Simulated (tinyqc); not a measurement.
Comparisons within one model: complex band structure along [001] in sp3s* tight binding. A value that a table varies takes the place of the one given here.

For k = (0, 0, kz) the phase sums are g0 = cos(phi) and g3 = i sin(phi), phi = kz a/4, and the s, pz, s* orbitals of anion (a) and cation (c) decouple from px, py. With z = exp(i phi), H(z) = H0 + z T + T^T/z for any complex z. H0 is diagonal (Esa, Epa, Exa, Esc, Epc, Exc). The anion-cation block is B(z) = z U + W/z and the cation-anion block z W^T + U^T/z, where U has Vss/2 (s,s), Vsapc/2 (s,z), -Vscpa/2 (z,s), Vxx/2 (z,z), Vxapc/2 (s*,z), -Vpaxc/2 (z,s*), and W has the same values with the s-z and s*-z signs reversed. |z| = 1 is a band state, |z| < 1 decays along [001] as exp(-kappa d) over a distance d, kappa = -(4/a) ln|z|. No spin-orbit coupling.

Values chosen for the exercise (near a published set for Ge, fitted to gaps, whose masses and valley positions are rough (light masses up to twice too heavy); not measured data):
- p = (-5.865, 1.614, -5.865, 1.614, 6.37, 6.37, -6.766, 1.609, 4.897, 5.475, 5.475, 5.214, 5.214) eV (order Esa, Epa, Esc, Epc, Exa, Exc, Vss, Vxx, Vxy, Vsapc, Vscpa, Vxapc, Vpaxc)
- a = 5.654 angstrom (lattice constant)
- Eg = 0.771 eV (top of the energy range, the indirect gap)
- dE = 0.15 eV (E - Ev)

## Two branches across an indirect gap

Ev = 0.00500 eV

The smallest kappa with Re kz = 0 and the smallest with Re kz > 0, at energies E from Ev; a dash: no such root.

Decay constants:
```
E/Eg  E (eV)  kappa at Gamma (1/angstrom)  kappa off Gamma (1/angstrom)  its Re kz (2 pi/a)
0.05  0.0386                       0.0224                        0.4045               0.782
0.20  0.1542                       0.0422                        0.3747               0.786
0.35  0.2698                       0.0518                        0.3414               0.789
0.50  0.3855                       0.0566                        0.3034               0.793
0.65  0.5011                       0.0575                        0.2586               0.797
0.80  0.6168                       0.0544                        0.2022               0.801
0.90  0.6939                       0.0496                        0.1520               0.804
0.97  0.7479                       0.0444                        0.1020               0.806
```

What can be read from the table?

The branch at Gamma decays more slowly on all rows listed; the other takes over only closer to its band edge, where its kappa goes to zero. The two differ in Re kz, so passing from one to the other needs kz from an abrupt interface, a steep field, a phonon or a defect. Valleys off the [001] axis, such as L, are not seen on these branches.

## Energy and lattice constant

The slowest root of the s-pz block and the heavy-hole branch, sinh^2(kappa a/4) = ((E - Epa)(E - Epc) - Vxx^2)/(Vxx^2 - Vxy^2), at E = Ev + dE with Ev the lower root of [[Epa, Vxx], [Vxx, Epc]]; the couplings are kept when a changes. Each row changes one parameter from the base and keeps the others.

Results:
```
case                slowest kappa (1/angstrom)  heavy-hole kappa (1/angstrom)
base                                    0.0417                         0.1034
dE = 0.12 eV                            0.0379                         0.0930
a = 5.824 angstrom                      0.0405                         0.1004
```

What does this show?

The largest shifts from the base row, up to three for each result and ties (the steps differ in size, so this ranks the rows, not the parameters). slowest kappa (1/angstrom): dE -0.0038, a -0.0012. heavy-hole kappa (1/angstrom): dE -0.0104, a -0.0030. With the couplings fixed, kappa a stays, so kappa scales as 1/a.

Run: tinyqc, `OMP_NUM_THREADS=1 python tinyqc.py 1482210 1482211 out.jsonl`; Intel(R) Xeon(R) Processor @ 2.30GHz, one thread, shared host; about 0.01 s of CPU time with all checks.
